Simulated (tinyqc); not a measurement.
# Image-sensor pixel with a pinned photodiode, signal and noise: effects of single changes

A buried n layer between a heavily doped p+ surface layer and a p layer is emptied into a floating diffusion, read through a source follower with correlated double sampling (reset noise cancelled). One-dimensional abrupt junctions; no blooming, lag or crosstalk.

Parameters, values chosen for the exercise; material values close to those of silicon:
- T = 300 K (temperature)
- Eg = 1.13 eV (band gap)
- eps_r = 11.6 (relative permittivity of the semiconductor)
- Nc = 2.81e19 cm^-3 (conduction-band density of states at T)
- Nv = 2.66e19 cm^-3 (valence-band density of states at T)
- A = 0.46 um^2 (photodiode area)
- Nn = 8.3e16 cm^-3 (doping of the buried n layer)
- a = 250 nm (thickness of that layer)
- Np = 1.3e16 cm^-3 (doping of the p layer below)
- Vb = 0.8 V (built-in voltage)
- Cf = 0.65 fF (floating-diffusion capacitance)
- dV = 1.3 V (usable swing of the floating diffusion)
- As = 0.83 (source-follower gain)
- vn = 82 uV (read noise at the output)
- al = 0.129 1/um (absorption coefficient (light near 750 nm))
- Rf = 0.2 (optical loss before the silicon)
- x1 = 0.03 um (dead layer)
- x2 = 6 um (depth of collection)
- tg = 0.0068 s (generation lifetime)
- Wd = 2 um (depleted depth)
- Jd = 4.9e6 x 1e-20 cm^4/s (diffusion dark flux per ni^2)
- pr = 1 % (gain non-uniformity)
- ti = 100 ms (exposure)
- Ph = 75 (photons on the photodiode per exposure)

Constants: q = 1.602176634e-19 C, kB = 1.380649e-23 J/K, Vt = kB T/q, eps0 = 8.8541878128e-14 F/cm where lengths are in cm. Results are converted to the units shown.

Each table varies one quantity; the others keep the values above.

## Effect of the absorption coefficient

With k = 1 + Nn/Np, the two depletion regions meet at depth x = a sqrt(k)/(1 + sqrt(k)) from the p+ side; pinning voltage Vp = q Nn x^2/(2 eps0 eps_r) - Vb. Electrons in the diode at zero bias: Nn A [a - x0 (1 + 1/sqrt(k))], x0 = sqrt(2 eps0 eps_r Vb/(q Nn)). Floating-diffusion limit Cf dV/q; full well FW is the smaller of the two; conversion gain CG = q As/Cf; read noise in electrons vn/CG. QE = (1 - Rf)[exp(-al x1) - exp(-al x2)]. ni = sqrt(Nc Nv) exp(-Eg/(2 Vt)), Eg in volts; dark rates ni Wd A/tg (generation) and Jd ni^2 A (diffusion). Signal S = QE Ph; variance = S + dark rate x ti + (vn/CG)^2 + (pr S)^2; SNR = 20 log10(S/noise); dynamic range 20 log10(FW/noise at S = 0).

The same in every row: Vp (V) = 1.362; FW (electrons) = 3739; read noise (electrons) = 0.4008; dark rate (electrons/s) = 1.210; dynamic range (dB) = 76.96.

Result of one run:
```
al (1/um),QE,SNR (dB)
30,0.3253,13.81
```

What becomes of these results when the absorption coefficient (light near 750 nm) al is changed from 30 to 4.1 1/um, all else the same?

Result of the changed run:
```
al (1/um),QE,SNR (dB)
4.1,0.7074,17.20
```

The whole series:
```
al (1/um),QE,SNR (dB)
0.01,0.04635,5.071
0.027,0.1190,9.367
0.074,0.2851,13.23
0.2,0.5543,16.14
0.55,0.7574,17.50
1.5,0.7647,17.54
4.1,0.7074,17.20
11,0.5751,16.30
30,0.3253,13.81
```

As al goes from 0.01 to 30 1/um, the SNR goes from 5.07 through a maximum of 17.5 (at al = 1.5 1/um among the rows listed) to 13.8 dB and the dynamic range stays at 77.0 dB. QE goes from 0.0463 through a maximum of 0.765 (at al = 1.5 1/um among the rows listed) to 0.325: weakly absorbed light passes through, strongly absorbed light dies in the dead layer.

## Effect of the thickness of that layer

Same model as above.

The same in every row: read noise (electrons) = 0.4008; QE = 0.4280; dark rate (electrons/s) = 1.210; SNR (dB) = 15.01.

Results:
```
a (nm),Vp (V),FW (electrons),dynamic range (dB)
190,0.4488,1448,68.72
240,1.193,3357,76.02
270,1.722,4502,78.57
300,2.313,5274,79.95
330,2.967,5274,79.95
380,4.195,5274,79.95
```

Estimate the missing row, a = 210 nm.

Computed row:
```
a (nm),Vp (V),FW (electrons),dynamic range (dB)
210,0.7255,2212,72.40
```

With this row back in the table: As a goes from 190 to 380 nm, the SNR stays at 15.0 dB and the dynamic range rises from 68.7 to 79.9 dB. Vp rises from 0.449 to 4.20 V and FW rises from 1450 to 5270 electrons. For a = 300, 330, 380 Vp passes 2 V, too high to empty the diode fully into a floating diffusion at usual supplies.

Numbers from tinyqc (`OMP_NUM_THREADS=1 python tinyqc.py 2630124 2630125 out.jsonl`; about 0.01 s on one thread of a shared Intel Xeon 2.30GHz).
